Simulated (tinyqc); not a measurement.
Worked calculation: time-domain thermoreflectance: layered heat flow under a modulated pulse train, and what the signal ratio measures. Computed by tinyqc, a small Python program that keeps every step. Command: `OMP_NUM_THREADS=1 python tinyqc.py 3112351 3112352 out.jsonl tdtr walk`. One thread of a shared host (Intel(R) Xeon(R) Processor @ 2.30GHz), about 0.1 s of CPU time with the checks. Intermediate numbers are printed to about 6 digits and carried at full precision; extremes and crossings named in words are read from the listed rows.

Pulses repeat at 80 MHz; heat is laid down at the surface, all layers are isotropic.

Inputs (values chosen for the exercise, modelled on aluminium on germanium):
```
quantity                                value        unit
metal thickness d                          84          nm
metal conductivity                        160     W/(m K)
metal heat capacity                      2.42  MJ/(m^3 K)
boundary conductance G under the metal     42  MW/(m^2 K)
substrate conductivity kappa             57.7     W/(m K)
substrate heat capacity C                 1.7  MJ/(m^3 K)
modulation frequency f                     12         MHz
spot radius w (1/e^2, pump and probe)     4.3  micrometre
delay t                                   150          ps
```

Stack: metal, substrate.

## Length and time scales

Penetration depth sqrt(kappa/(pi f C)); effusivity sqrt(kappa C); cooling time of the metal d C_m/G; Kapitza length kappa/G.

penetration depth = 0.948851 micrometre

effusivity = 9904.04 W s^(1/2)/(m^2 K)

cooling time of the metal = 4840 ps

Kapitza length = 1373.81 nm

depth over spot radius = 0.220663

## Impedance at k = 0 and the modulation frequency

For radial wave number k and angular frequency W each layer has u = sqrt(4 pi^2 k^2 + i W C/kappa) and gamma = kappa u. Surface impedance from below: Z = 1/gamma for the substrate; a layer of thickness L maps Z to (Z + tanh(u L)/gamma)/(1 + gamma Z tanh(u L)); a boundary adds 1/G. Take k = 0 and W = 2 pi f.

Z of the substrate = 8.22228-8.22228i m^2 K/GW

Z at the surface = 21.6117-16.7000i m^2 K/GW

## Response at the modulation frequency

Response per absorbed watt H(W) = 2 pi int_0^(2/w) Z(k, W) exp(-pi^2 k^2 w^2) k dk by 20 Gauss-Legendre points.

H(2 pi f) = 0.366527-0.255386i K/mW

phase of H(2 pi f) = -34.8677 degrees

## Signal at one delay

Signal: X + iY = sum_(m = -M..M) H(2 pi (f + m f_r)) exp(i 2 pi m f_r t) exp(-pi (m/M)^2 x 4), f_r = 80 MHz, M = 4000, with H(-W) the complex conjugate of H(W); V_in = X, V_out = Y, ratio = -V_in/V_out.

V_in = 1.05701 K/mW

V_out = -0.202684 K/mW

ratio -V_in/V_out = 5.21508

## Ratio and sensitivities against delay

Sensitivity S = ln(ratio'/ratio)/ln(1.01) for a rise of one input by 1 %.

Ratio and sensitivities:
```
t (ps)    ratio  S to kappa    S to G    S to d    S to C     S to w
100     5.35695    0.306448  0.638882  -1.22548  0.281645  -0.268929
200     5.08140    0.297011  0.596649  -1.16874  0.272486  -0.258017
400     4.60788    0.280557  0.524116  -1.06426  0.256444  -0.239197
800     3.87716    0.255181  0.412243  -0.90240  0.231444  -0.210392
1500    3.01464    0.226186  0.278870  -0.71059  0.202153  -0.177387
2500    2.25184    0.203334  0.156729  -0.54037  0.177536  -0.150520
4000    1.57343    0.189824  0.037196  -0.38800  0.159140  -0.131906
```

The largest sensitivity in size at 100 ps is to d (-1.23). kappa and C enter almost alike, through the effusivity. At 400 ps an error of 3 % in d passes on as 11 % in kappa.

Checks made by the program: steady rise of a bare substrate, 1/(2 sqrt(pi) w kappa), from the same quadrature (relative difference below 1e-10).
